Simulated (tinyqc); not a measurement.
Inside a calculation. Model: undoped symmetric double-gate MOSFET, analytic potential model.

Program tinyqc, `OMP_NUM_THREADS=1 python tinyqc.py 2440115 2440116 out.jsonl`; Intel Xeon 2.30GHz, shared host, one thread, about 0.02 s. Printed values are rounded.

An undoped body of thickness ts between two equal insulators and tied gates; long channel, electrons only, n = ni exp((psi - V)/Vt) with V the quasi-Fermi potential (0 at the source, Vd at the drain), constant mobility, no quantisation. Across the body psi(x) = V - 2 Vt ln[(ts/(2 beta)) sqrt(q ni/(2 eps0 eps_r Vt)) cos(2 beta x/ts)], x from the centre. Q is the electron charge per area of the whole body.

Values chosen for this exercise; material values close to those of silicon:
- T = 325 K (temperature)
- Eg = 1.13 eV (band gap)
- eps_r = 11.9 (relative permittivity of the semiconductor)
- Nc = 3.1e19 cm^-3 (conduction-band density of states at T)
- Nv = 3.03e19 cm^-3 (valence-band density of states at T)
- eox = 4.07 (relative permittivity of the gate insulator)
- tox = 1.5 nm (insulator thickness)
- ts = 10 nm (body thickness)
- dphi = 0.22 V (gate work function less that of the intrinsic body)
- mu = 380 cm^2/(V s) (channel mobility)
- L = 0.2 um (gate length)
- Vg = 0.52 V (gate voltage)
- Vd = 0.1 V (drain voltage)

Constants: q = 1.602176634e-19 C, kB = 1.380649e-23 J/K, Vt = kB T/q, eps0 = 8.8541878128e-14 F/cm where lengths are in cm. Results are converted to the units shown.

## Constants of the body

ni = sqrt(Nc Nv) exp(-Eg/(2 Vt)), Eg in volts; r = eps_r tox/(eox ts); V0 = dphi + 2 Vt ln[(2/ts) sqrt(2 eps0 eps_r Vt/(q ni))].

ni = 5.30813e10 cm^-3
r = 0.438575
V0 = 0.700002 V

## Iteration 1: beta at the source by Newton steps in z = ln(tan beta)

z at the start = 0

With V = 0, t = exp(z), beta = arctan(t): f = ln(beta) + (1/2) ln(1 + t^2) + 2 r beta t - (Vg - V0)/(2 Vt); with c = t/(1 + t^2), df/dz = c/beta + t c + 2 r t (c + beta); z(new) = z - f/(df/dz).

beta = 0.785398
f = 4.00751
df/dz = 2.26411
z after iteration 1 = -1.77002

## Iteration 2: beta at the source by Newton steps in z = ln(tan beta)

As before.

beta = 0.168711
f = 1.47352
df/dz = 1.05926
z after iteration 2 = -3.16110

## Course of the iteration: beta at the source by Newton steps in z = ln(tan beta)

Stop when z changes by less than 1e-11, or after 60 iterations.

Course of the iteration:
```
iteration         z  |change|
1          -1.77002      1.77
2          -3.16110      1.39
3          -3.21526    0.0542
4          -3.21527   1.05e-5
5          -3.21527  3.72e-13
```

Converged in 5 iterations. At the end the number of correct digits about doubles with each step.

## Charges and drain current

beta_s = 0.0401230
beta_d = 0.00674495

beta (between 0 and pi/2) solves (Vg - V0 - V)/(2 Vt) = ln(beta) - ln(cos beta) + 2 r beta tan(beta). Q = 8 eps0 eps_r Vt beta tan(beta)/ts; I = mu (1/L)(4 eps0 eps_r/ts)(2 Vt)^2 [g(beta_s) - g(beta_d)] per width, g = beta tan(beta) - beta^2/2 + r beta^2 tan^2(beta), with beta_s at V = 0 and beta_d at V = Vd.

Qs = 0.380243 nC/cm^2
Qd = 0.0107400 nC/cm^2
g(beta_s) = 8.06929e-4
g(beta_d) = 2.27488e-5
I = 0.0197014 uA/um

The term r beta^2 tan^2(beta), which gives the square law, makes up 0.141 % of g at the source.

## Potential and electron density across the body at the source

x/ts, point 0 to 6: [0, 0.1, 0.2, 0.3, 0.4, 0.45, 0.5]

psi(x) as above with V = 0 and beta = beta_s; n = ni exp(psi/Vt).

psi, point 0 to 6 (V): [0.299876, 0.299878, 0.299883, 0.299892, 0.299905, 0.299912, 0.299921]
n, point 0 to 6 (cm^-3): [2.37202e15, 2.37217e15, 2.37263e15, 2.37339e15, 2.37446e15, 2.37511e15, 2.37584e15]

The density at the surface is 1.00 times that at the centre (1/cos^2 beta).
